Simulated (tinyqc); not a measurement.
Sheet resistance and Hall data of a diffused or implanted layer: one step, computed by the program tinyqc.

Carriers are taken equal to the net active doping down to the junction (full ionisation, which deep dopants in wide-gap hosts do not reach; no spill-over, no depletion), and the Hall factor is 1.

Task: Dose and junction depth. N(x) = N_0 down to x_j = l, dose N_0 l.

Inputs (values chosen for the exercise, modelled on aluminium in 4H-SiC): peak concentration N_0 = 5.6e+20 1/cm^3; length scale l = 570 nm.

Profile: box. Activation: limited by solubility.

Give: dose; junction depth x_j.

Result:

dose = 3.1920e+16 1/cm^2

junction depth x_j = 570 nm
